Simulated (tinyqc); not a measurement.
Valence-band offset from core levels (Kraut method), with the dipole against the affinity rule: one step of the calculation.

Binding energies are counted downwards from the Fermi level. dEv > 0 means that the valence edge of B lies below that of A, dEc > 0 that the conduction edge of B lies above that of A; dEc + dEv = EgB - EgA. The spectra are made-up values treated as data.

Question. Interface dipole. The affinity rule gives dEc(0) = chiA - chiB; the dipole step is D = dEc - dEc(0), and two sheets of opposite charge dd apart hold N = eps0 ei |D|/(q dd).

Inputs (values chosen for the exercise); gaps and affinities close to those of In0.53Ga0.47As (A) and titanium oxide (B): electron affinity of A chiA = 4.54 eV; electron affinity of B chiB = 3.89 eV; relative permittivity inside the dipole layer ei = 3.7; thickness of the dipole layer dd = 0.16 nm.

Constants: q = 1.602176634e-19 C, eps0 = 8.8541878128e-14 F/cm where lengths are in cm. Results are converted to the units shown.

dEc = 0.28 eV

Wanted: dEc(0); D; N; field in the dipole layer.

Answer.

dEc(0) = 0.65000 eV
D = -0.37000 eV
N = 4.7285e13 cm^-2
field in the dipole layer = 23.125 MV/cm

N is 0.068 elementary charges for each of about 7e14 surface atoms per cm^2.

tinyqc, about 0.01 s, one thread, Intel Xeon 2.30GHz (shared host): `OMP_NUM_THREADS=1 python tinyqc.py 2410165 2410166 out.jsonl`
